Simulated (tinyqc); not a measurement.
What each parameter does: quantum-confined Stark effect in a modulator well.

Envelopes on cells of 0.5 angstrom over the well |z| < L/2 and 45 angstrom of barrier on each side, psi = 0 beyond, psi'/m continuous (mean mass between points), c = hbar^2/2m0. The electron sees + e F z and the hole - e F z, each with its offset in the barriers; 1 kV/cm = 1e-5 eV/angstrom. Light holes, band mixing and escape by tunnelling are left out.

Exciton: in-plane function exp(-rho/lam), 1/mu = 1/me + 1/mp, E(lam) = c/(mu lam^2) - (q/eps) times the integral over k of Fm(k)(1 + (k lam/2)^2)^(-3/2), Fm(k) the double integral of psi_e^2 psi_h^2 exp(-k |z - z'|), q = e^2/(4 pi eps0); binding Eb = -E at the minimum. Line at Eg + E_e + E_h - Eb, strength proportional to overlap^2/lam^2.

Constants: hbar^2/2m0 = 3.80998211 eV angstrom^2; e^2/(4 pi eps0) = 14.39964547 eV angstrom; hc = 1239.841984 eV nm.

Parameters, chosen for this exercise (near those of an InGaAs well in InAlAs; the results hold for these values, not for the real material):
- L = 138 angstrom (well width)
- Vc = 0.493 eV (conduction offset)
- Vv = 0.202 eV (heavy-hole offset)
- me = 0.0431 m0 (electron, well)
- meb = 0.0769 m0 (electron, barrier)
- mh = 0.383 m0 (heavy hole along z, well)
- mhb = 0.423 m0 (heavy hole, barrier)
- Eg = 0.773 eV (gap of the well)
- mp = 0.108 m0 (heavy hole in the plane)
- eps = 13.7 (dielectric constant)
- F = 69 kV/cm (field)

Zero-field line, shift at F, overlap^2 and Eb at F.

One parameter was then changed.

Results before and after:
```
case     line (nm)  shift (meV)  overlap^2  Eb (meV)
base        1548.0       -21.96      0.308      4.28
changed     1553.5       -22.05      0.291      4.51
```

Which of these changes was made? (a) me = 0.0496 m0; (b) Vv = 0.253 eV; (c) Vc = 0.394 eV; (d) mh = 0.326 m0; (e) F = 55 kV/cm; (f) eps = 12.3; (g) L = 128 angstrom.

Answer: (a) me = 0.0496 m0. Of the candidates, run in turn, only this one gives the changed row.

All candidates:
```
case              line (nm)  shift (meV)  overlap^2  Eb (meV)
base                 1548.0       -21.96      0.308      4.28
L = 128 angstrom     1540.0       -18.21      0.392      4.53
F = 55 kV/cm         1548.0       -15.06      0.407      4.45
Vc = 0.394 eV        1550.6       -22.41      0.298      4.23
Vv = 0.253 eV        1547.9       -21.48      0.317      4.30
me = 0.0496 m0       1553.5       -22.05      0.291      4.51
mh = 0.326 m0        1546.9       -21.25      0.334      4.30
eps = 12.3           1550.0       -21.72      0.308      5.07
```

Program tinyqc; command `OMP_NUM_THREADS=1 python tinyqc.py 1282276 1282277 out.jsonl`; about 0.2 s on one thread of a shared Intel(R) Xeon(R) Processor @ 2.30GHz.
